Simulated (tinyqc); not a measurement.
# Input admittance of a MOSFET at zero drain bias: distributed channel and distributed gate, step by step

Numbers from tinyqc (`OMP_NUM_THREADS=1 python tinyqc.py 2262131 2262132 out.jsonl`; about 0.01 s on one thread of a shared Intel Xeon 2.30GHz). Printed values are rounded.

Source and drain grounded, strong inversion, w = 2 pi f, Cox = eps0 eox/tox. The channel is an RC line of resistance 1/(mu Cox Vo) per square fed from both ends, so one finger has the intrinsic admittance y = i w Cox L tanh(g)/g per width, g = (1/2) sqrt(i w tau), tau = L^2/(mu Vo). The vertical resistance rv/L is in series with y, the overlaps 2 i w Cov in parallel: y_t = 1/(1/y + rv/L) + 2 i w Cov. The gate strip is a line of Rsh/L per length loaded by y_t, so a finger has Y = y_t Wf tanh(k)/k, k = (Wf/sd) sqrt(y_t Rsh/L); the device has Nf Y.

Values chosen for this exercise; values of the order met in silicon radio-frequency transistors:
```
symbol,value,unit,meaning
eox,3.9,,relative permittivity of the gate insulator (close to silicon dioxide)
tox,2.8,nm,insulator thickness
L,0.22,um,channel length
Wf,0.57,um,finger width
Nf,64,,number of fingers
mu,100,cm^2/(V s),channel mobility
Vo,0.69,V,gate overdrive
Rsh,8.2,ohm/square,sheet resistance of the gate
rv,0,ohm um^2,vertical resistivity of the gate stack
sd,2,,number of ends at which a finger is contacted
Cov,0.27,fF/um,overlap and fringe capacitance on each side
f,29,GHz,frequency
```

Constants: eps0 = 8.8541878128e-14 F/cm where lengths are in cm. Results are converted to the units shown.

## Low-frequency resistances and capacitance

Low-frequency limits, with c = Cox L and ct = c + 2 Cov: R_strip = Rsh Wf/(3 sd^2 L Nf), R_ch = (c/ct)^2 L/(12 mu Cox Vo Wf Nf), R_vert = (c/ct)^2 rv/(L Wf Nf), C = ct Wf Nf.

parts (ohm): strip 0.02766335, channel 4.107930, vertical 0
sum = 4.135593 ohm
C = 118.6759 fF
1/(2 pi R C) = 324.2798 GHz

The channel term is the largest, 99.3 % of the sum.

## Admittance of the channel and stack per width

tau, g, c = Cox L, y and y_t as defined.

tau = 7.014493 ps
g = 0.3997073+0.3997073i
c = 2.713176 fF/um
y = 51.8000+487.7550i uS/um
y_t = 51.8000+586.1497i uS/um

w tau = 1.28, and Im y is 0.987 of w c.

## Input impedance of the device

k and Y as defined; Z = 1/(Nf Y) = R + 1/(i w C); Q = |Im Z|/R; signal at the point farthest from a contact |1/cosh k|.

k = 0.03113113+0.02850129i
Nf Y = 1.90221+21.38050i mS
R = 4.128566 ohm
C = 118.2671 fF
Q = 11.23981
signal at the far point = 0.9999213

R is 0.17 % below its low-frequency limit and C is 0.34 % below its own.
